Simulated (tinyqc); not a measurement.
Changing the temperature T: non-radiative capture by multiphonon emission, one effective mode. Computed by tinyqc, a small Python program. Command: `OMP_NUM_THREADS=1 python tinyqc.py 3001954 3001955 out.jsonl capture sweep`. One thread of a shared host (Intel(R) Xeon(R) Processor @ 2.30GHz), about 0.04 s of CPU time with the checks.

The initial state (free carrier plus empty centre) lies dE above the final state; both have the same frequency and are displaced by dQ.

Inputs (values chosen for the exercise, for a model semiconductor):

| quantity | value | unit |
|---|---|---|
| energy released dE | 0.888 | eV |
| phonon energy hbar omega | 46.1 | meV |
| Huang-Rhys factor S | 9.85 | - |
| electron-phonon coupling W | 0.017 | eV/(u^(1/2) angstrom) |
| cell volume V | 1460 | angstrom^3 |
| degeneracy g | 1 | - |
| broadening b | 33 | meV |
| carrier mass m | 0.737 | m_0 |
| dielectric constant eps | 5.95 | - |
| defect density N_t | 3e+16 | cm^-3 |

Centre: attractive.

Constants: hbar^2/u = 4.18015928e-03 eV angstrom^2; k_B = 8.617333262e-05 eV/K; hbar = 6.582119569e-16 eV s; Ry = 13.605693123 eV; k_B = 1.380649e-23 J/K; m_0 = 9.1093837015e-31 kg.

Method:
- dQ = sqrt(2 S (hbar^2/u)/hbar omega); relaxation energy lambda = S hbar omega; phonons needed P = dE/hbar omega; classical barrier E_b = (dE - lambda)^2/(4 lambda); occupation n = 1/(exp(hbar omega/k_B T) - 1).
- Huang-Rhys weight for a net emission of p phonons: L_p = exp(-S (2n + 1)) ((n + 1)/n)^(p/2) I_p(2 S sqrt(n (n + 1))), I_p the modified Bessel function.
- M_p = sum_m w_m <m_i|Q|(m + p)_f>^2 with Q counted from the final minimum and Boltzmann weights w_m for m = 0..24; <m_i|Q|k_f> = sqrt((hbar^2/u)/(2 hbar omega)) [sqrt(k) <m|k-1> + sqrt(k+1) <m|k+1>], with overlaps of oscillators displaced by d = sqrt(2 S) summed on 1500 points from -16 to 16 + d.
- The delta function is a Gaussian of standard deviation b at dE - p hbar omega.
- C_0 = V (2 pi/hbar) g W^2 sum_p M_p Gaussian_p. The sum runs over the seven p from round(P) - 3 to round(P) + 3; 1 angstrom^3 = 1e-24 cm^3.
- Sommerfeld factor of an attractive centre: s(k) = 2 pi nu/(1 - exp(-2 pi nu)), nu = sqrt(Ry*/E), Ry* = Ry m/eps^2, averaged over (2/sqrt(pi)) sqrt(x) exp(-x) dx with x = E/k_B T = t^2 (trapezoid, t to 6 in steps of 0.01).
- C = s C_0; v = sqrt(3 k_B T/m); sigma = C/v; tau = 1/(C N_t).

One run for each value:

| temperature T (K) | capture coefficient C (cm^3/s) | C_0 (cm^3/s) | Sommerfeld factor s | cross-section sigma (cm^2) |
|---|---|---|---|---|
| 60 | 5.2882e-08 | 1.0078e-09 | 52.474 | 8.6918e-15 |
| 83 | 4.5232e-08 | 1.0138e-09 | 44.615 | 6.3210e-15 |
| 120 | 3.9195e-08 | 1.0563e-09 | 37.105 | 4.5553e-15 |
| 160 | 3.7389e-08 | 1.1636e-09 | 32.134 | 3.7633e-15 |
| 220 | 3.9341e-08 | 1.4356e-09 | 27.404 | 3.3769e-15 |
| 430 | 5.8697e-08 | 2.9945e-09 | 19.602 | 3.6038e-15 |
| 600 | 7.2776e-08 | 4.3855e-09 | 16.594 | 3.7826e-15 |

Give the missing row, temperature T (K) = 310.

Computed row:
```
temperature T (K)  capture coefficient C (cm^3/s)  C_0 (cm^3/s)  Sommerfeld factor s  cross-section sigma (cm^2)
310                                    4.6801e-08    2.0273e-09               23.085                  3.3841e-15
```

Interpolating between the two neighbouring rows (the first column on a logarithmic scale, the others too where they are positive) misses most in capture coefficient C (cm^3/s), by 3.2 %. Over the rows, capture coefficient C (cm^3/s) goes from 5.29e-8 through a minimum among these rows, 3.74e-8 at 160, to 7.28e-8; C_0 (cm^3/s) rises from 1.01e-9 to 4.39e-9 (exponent d ln y / d ln x 0.018 between the first rows and 1.1 between the last); Sommerfeld factor s falls from 52.5 to 16.6 (exponent d ln y / d ln x about -0.50 throughout). The exponent of Sommerfeld factor s stays at -0.50: the attractive limit s = 4 sqrt(pi Ry*/k_B T). The classical barrier (dE - S hbar omega)^2/(4 S hbar omega) is 0.104 eV and hbar omega/k_B is 535 K; well below that temperature C_0 is the tunnelling rate from the lowest level.

Caution (all rows): the effective Bohr radius is under 10 angstrom, so the effective-mass Sommerfeld factor is rough.

Extremes, crossings and ranges named in words are read from the listed rows.
